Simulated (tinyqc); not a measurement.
Inside a calculation. Method: Jacobi rotations on a symmetric matrix. One step of it, computed by the program tinyqc.

Problem. Jacobi rotation 1. Take the largest off-diagonal element A_pq; tan 2 theta = 2 A_pq / (A_qq - A_pp) with |theta| <= pi/4; A' = J^T A J with J_pp = J_qq = cos, J_pq = sin, J_qp = -sin.

A, lower triangle:
```
,1,2,3,4
1,0.211000
2,0.258000,2.331000
3,0.158000,-0.125000,2.576000
4,0.101000,-0.362000,-0.423000,2.816000
```

Give: p, q, theta; A'.

Solution.

p, q, theta (rad): 3.000  4.000  -0.647

A', lower triangle:
```
,1,2,3,4
1,0.211
2,0.258,2.331
3,0.187,-0.318,2.256
4,-0.015,-0.213,0.000,3.136
```
